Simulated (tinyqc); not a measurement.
Zigzag graphene nanoribbon in tight binding: one step. The chain at this k. Three cases, with inputs chosen for the exercise.

Problem. Form the k-dependent bond and the matrix.

A zigzag ribbon of N chains, sites A1, B1, A2, ..., BN across it. For each k it is a chain with bonds -2t cos(k/2) (A_n to B_n) and -t (B_n to A_(n+1)), and +D, -D on A and B. A1 and BN are the edge sites; the Dirac points project to k = 2 pi/3.

Case 1.

Values chosen (near those used for graphene; the results hold for these values, not for the real material): t = 2.88 eV (hopping); N = 3 (zigzag chains); D = 0 eV (sublattice potential, +D on A and -D on B); k = 2.48 (k times the period sqrt3 acc).

Case 2.

Values chosen (near those used for graphene; the results hold for these values, not for the real material): t = 2.84 eV (hopping); N = 4 (zigzag chains); D = 0.35 eV (sublattice potential, +D on A and -D on B); k = 2.38 (k times the period sqrt3 acc).

Case 3.

Values chosen (near those used for graphene; the results hold for these values, not for the real material): t = 2.77 eV (hopping); N = 4 (zigzag chains); D = 0 eV (sublattice potential, +D on A and -D on B); k = 2.18 (k times the period sqrt3 acc).

Give: 2 cos(k/2); H(k).

Solution.

Case 1.

2 cos(k/2) = 0.64959

H(k) (eV), lower triangle:
```
,A1,B1,A2,B2,A3,B3
A1,0
B1,-1.8708,0
A2,0,-2.8800,0
B2,0,0,-1.8708,0
A3,0,0,0,-2.8800,0
B3,0,0,0,0,-1.8708,0
```

An edge state of the finite ribbon needs 2 cos(k/2) < N/(N + 1) = 0.7500: it exists here.

Case 2.

2 cos(k/2) = 0.74332

H(k) (eV), lower triangle:
```
,A1,B1,A2,B2,A3,B3,A4,B4
A1,0.3500
B1,-2.1110,-0.3500
A2,0,-2.8400,0.3500
B2,0,0,-2.1110,-0.3500
A3,0,0,0,-2.8400,0.3500
B3,0,0,0,0,-2.1110,-0.3500
A4,0,0,0,0,0,-2.8400,0.3500
B4,0,0,0,0,0,0,-2.1110,-0.3500
```

An edge state of the finite ribbon needs 2 cos(k/2) < N/(N + 1) = 0.8000: it exists here.

Case 3.

2 cos(k/2) = 0.92497

H(k) (eV), lower triangle:
```
,A1,B1,A2,B2,A3,B3,A4,B4
A1,0
B1,-2.5622,0
A2,0,-2.7700,0
B2,0,0,-2.5622,0
A3,0,0,0,-2.7700,0
B3,0,0,0,0,-2.5622,0
A4,0,0,0,0,0,-2.7700,0
B4,0,0,0,0,0,0,-2.5622,0
```

An edge state of the finite ribbon needs 2 cos(k/2) < N/(N + 1) = 0.8000: not met here.

Computed by tinyqc, one run a case: `OMP_NUM_THREADS=1 python tinyqc.py N N+1 out.jsonl` with N = 1480471, 1480629, 1480821; one thread of a shared Intel(R) Xeon(R) Processor @ 2.30GHz, about 0.01 s a run at most.
